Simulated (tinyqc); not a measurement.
Scan in temperature at fixed frequency: admittance spectroscopy and thermally stimulated current of one trap level in a depletion layer. Computed by tinyqc, a small Python program. Command: `OMP_NUM_THREADS=1 python tinyqc.py 3110702 3110703 out.jsonl admit walk`. One thread of a shared host (Intel(R) Xeon(R) Processor @ 2.30GHz), about 0.01 s of CPU time with the checks.

A Schottky junction on n-type material holds one donor-like electron trap; shallow donors are fully ionised and abrupt depletion edges are assumed.

Inputs (values chosen for the exercise, modelled on n-type germanium):

| quantity | value | unit |
|---|---|---|
| dielectric constant eps | 16.3 | - |
| density-of-states mass m | 0.532 | m_0 |
| shallow doping N | 3e+16 | 1/cm^3 |
| trap density N_t | 1.7e+16 | 1/cm^3 |
| trap depth E_t below the band | 0.279 | eV |
| capture cross section sigma | 8.6e-15 | cm^2 |
| band bending V_b | 0.35 | V |
| test frequency f | 100000 | Hz |

Constants: k_B = 1.380649e-23 J/K; m_0 = 9.1093837015e-31 kg; h = 6.62607015e-34 J s; k_B = 8.617333262e-05 eV/K; eps_0 = 8.8541878128e-12 F/m; e = 1.602176634e-19 C.

Method:
- N_c = 2 (2 pi m k_B T/h^2)^(3/2), v_th = sqrt(3 k_B T/m), emission rate e_n = sigma v_th N_c exp(-E_t/(k_B T)).
- Where the level crosses the Fermi level capture equals emission, so the trap follows the signal with the rate 2 e_n; G/omega peaks at omega = 2 e_n (the correction for large N_t/N is left out).
- Solve 2 e_n(T_p) = 2 pi f.
- With E_c - E_F = k_B T_p ln(N_c/N): lambda = sqrt(2 eps eps_0 (E_t - (E_c - E_F))/(e^2 N)); traps are empty and charged for x < x_t = w - lambda, and V_b = e (N w^2 + N_t x_t^2)/(2 eps eps_0). High frequency: C_hf = eps eps_0/w. Low frequency: C_lf = eps eps_0 (N + N_t)/(N w + N_t x_t).
- With x = omega/(2 e_n): C = C_hf + (C_lf - C_hf)/(1 + x^2), G/omega = (C_lf - C_hf) x/(1 + x^2); C_hf and C_lf are held at their values at T_p.

peak temperature T_p = 220.928 K

C_hf = 101.624 nF/cm^2

C_lf = 137.901 nF/cm^2

Admittance:

| T (K) | omega/(2 e_n) | C (nF/cm^2) | G/omega (nF/cm^2) |
|---|---|---|---|
| 194.4 | 9.5414 | 102.02 | 3.761 |
| 203.3 | 4.2081 | 103.56 | 8.160 |
| 209.9 | 2.3926 | 107.02 | 12.908 |
| 216.5 | 1.4053 | 113.82 | 17.137 |
| 220.9 | 1.0021 | 119.72 | 18.138 |
| 225.3 | 0.7236 | 125.44 | 17.229 |
| 232.0 | 0.4506 | 131.78 | 13.587 |
| 240.8 | 0.2512 | 135.75 | 8.571 |
| 251.9 | 0.1269 | 137.33 | 4.531 |

What follows from these numbers?

The peak of G/omega is half the step, 18.1 nF/cm^2. Its full width is near 2 ln(2 + sqrt3) k_B T_p^2/(E_t + 2 k_B T_p) = 34.9 K. Caution: N_t/N is not small, so the peak moves away from omega = 2 e_n.

Extremes, crossings and ranges named in words are read from the listed rows.
